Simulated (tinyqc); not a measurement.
Rotating the field: cyclotron resonance of ellipsoidal valleys, Si type.

Valleys along [100], [010], [001] (each with its opposite partner), mass ml along the axis and mt across it. B lies in the (1-10) plane, b = (sin(theta)/sqrt2, sin(theta)/sqrt2, cos(theta)). For the angle phi between B and the axis, 1/mc^2 = cos^2(phi)/mt^2 + sin^2(phi)/(mt ml). Resonance: h nu = 2 muB B/mc, h = 2 pi hbar.

Parameters, chosen for this exercise (out of a larger set: near those of Si; not measured data):

| symbol | value | unit | meaning |
|---|---|---|---|
| ml | 0.95 | m0 | longitudinal mass |
| mt | 0.197 | m0 | transverse mass |
| ths | (0, 20, 35, 50, 65, 80, 90) | degrees | angles |

mc against theta; [100] and [010] stay equal in this plane.

Cyclotron masses (m0):

| theta (degrees) | [100] | [001] |
|---|---|---|
| 0 | 0.4326 | 0.1970 |
| 20 | 0.3911 | 0.2068 |
| 35 | 0.3390 | 0.2291 |
| 50 | 0.2970 | 0.2694 |
| 80 | 0.2561 | 0.4096 |
| 90 | 0.2535 | 0.4326 |

Give the missing row, theta (degrees) = 65.

Computed row:
```
theta (degrees)   [100]   [001]
65               0.2699  0.3335
```

All valleys give one line at theta = 54.7 degrees, B along [111], with mc = 0.2869. The [001] pair goes from mt to sqrt(ml mt), a factor 2.20; the other four only fall from sqrt(ml mt) to 0.2535, since their angle to B never drops below 45 degrees.

Program tinyqc; command `OMP_NUM_THREADS=1 python tinyqc.py 1280769 1280770 out.jsonl`; about 0.01 s on one thread of a shared Intel(R) Xeon(R) Processor @ 2.30GHz.
